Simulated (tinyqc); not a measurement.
Inside a calculation. Method: Hubbard chain of 6 sites. Computed by tinyqc, a small Python program that keeps every step. Settings: hopping = 1.32, U = 8.5, mixing = 1, iteration cap = 54. Command: `OMP_NUM_THREADS=1 python tinyqc.py 30204 30205 out.jsonl` (the two numbers bound the seeds that draw the settings). One thread of a shared host (Intel(R) Xeon(R) Processor @ 2.60GHz), about 0.2 s of CPU time with the checks. Later iterations appear only in the table of the cycle.

## Mean-field iteration 1

one-body matrix (hopping and site energies) (eV), lower triangle:
```
           1          2          3          4          5         6
1   0.000000
2  -1.320000   0.000000
3   0.000000  -1.320000   0.000000
4   0.000000   0.000000  -1.320000   0.000000
5   0.000000   0.000000   0.000000  -1.320000   0.000000
6   0.000000   0.000000   0.000000   0.000000  -1.320000  0.000000
```

U = 8.500000 eV

electrons, up and down: 3  3

mixing = 1

n(up) at the start (a guess, not normalised): 1 0.800000, 2 0.200000, 3 0.800000, 4 0.200000, 5 0.800000, 6 0.200000

n(down) at the start (a guess): 1 0.200000, 2 0.800000, 3 0.200000, 4 0.800000, 5 0.200000, 6 0.800000

H(up) = T + U n(down), H(down) = T + U n(up); fill the lowest levels; n(new) = n + mixing (n(out) - n); E = tr T (rho up + rho down) + U sum n_up n_down of the output.

levels, up (eV): 0.762876  1.214896  1.633207  6.866793  7.285104  7.737124

levels, down (eV): 0.762876  1.214896  1.633207  6.866793  7.285104  7.737124

energy = -1.744264 eV

n(up) after iteration 1: 1 0.950700, 2 0.091712, 3 0.913965, 4 0.086035, 5 0.908288, 6 0.049300

n(down) after iteration 1: 1 0.049300, 2 0.908288, 3 0.086035, 4 0.913965, 5 0.091712, 6 0.950700

## Mean-field iteration 2

As before.

levels, up (eV): -0.049032  0.256167  0.591986  7.908014  8.243833  8.549032

levels, down (eV): -0.049032  0.256167  0.591986  7.908014  8.243833  8.549032

energy = -1.999645 eV

n(up) after iteration 2: 1 0.972500, 2 0.054823, 3 0.945601, 4 0.054399, 5 0.945177, 6 0.027500

n(down) after iteration 2: 1 0.027500, 2 0.945177, 3 0.054399, 4 0.945601, 5 0.054823, 6 0.972500

## Mean-field iteration 3

As before.

levels, up (eV): -0.257579  0.026595  0.331898  8.168102  8.473405  8.757579

levels, down (eV): -0.257579  0.026595  0.331898  8.168102  8.473405  8.757579

energy = -2.009640 eV

n(up) after iteration 3: 1 0.975419, 2 0.048635, 3 0.951823, 4 0.048177, 5 0.951365, 6 0.024581

n(down) after iteration 3: 1 0.024581, 2 0.951365, 3 0.048177, 4 0.951823, 5 0.048635, 6 0.975419

## Convergence

Each step fills the lowest levels of T + U n(other spin) and sets n(new) = n + mixing (n(out) - n); stop when output and input agree to 1e-8.

Course of the cycle:
```
iteration       E (eV)  largest |n(out) - n(in)|  mean |n_up - n_down|
1          -1.74426395                  1.51e-01              0.848635
2          -1.99964528                  3.69e-02              0.908852
3          -2.00963955                  6.22e-03              0.919071
4          -2.00991018                  1.07e-03              0.920683
5          -2.00991702                  1.75e-04              0.920936
6          -2.00991719                  2.82e-05              0.920975
7          -2.00991719                  4.50e-06              0.920981
8          -2.00991719                  7.17e-07              0.920982
9          -2.00991719                  1.14e-07              0.920983
10         -2.00991719                  1.81e-08              0.920983
11         -2.00991719                  2.86e-09              0.920983
```

local moments n_up - n_down: 1 0.951798, 2 -0.904958, 3 0.906192, 4 -0.906192, 5 0.904958, 6 -0.951798

Converged in 11 iterations. Before convergence this energy mixes input and output and is not variational, so it may rise towards its limit.

## Exact diagonalisation (400 states)

Lowest levels of the sector, and the double occupancy of the lowest state.

lowest levels (eV): -2.819934  -2.451344  -2.023897  -1.857236  -1.724902  -1.610843

double occupancy per site = 0.046850

The mean-field solution above lies 0.8100 eV above the exact energy.

## The lowest level by Lanczos steps

From a random start vector (not printed): a_j = <q_j|H|q_j>, b_j = norm of the remainder after orthogonalising; the Ritz value is the lowest eigenvalue of the tridiagonal matrix of a and b so far.

Lanczos:
```
j    a_j (eV)  b_j (eV)  lowest Ritz value (eV)
1   11.147949  7.289071             11.14794886
2   11.427402  8.357610              3.99726536
3   12.495993  9.920625              0.55865687
4   13.098569  6.552850             -1.78648501
5   12.302903  6.946842             -2.39252560
6   13.359362  7.754243             -2.57197466
7   13.159120  9.374247             -2.64765856
8   11.721822  6.590945             -2.73350339
9   13.362126  6.285015             -2.78567013
10  13.078307  7.769132             -2.80213789
```
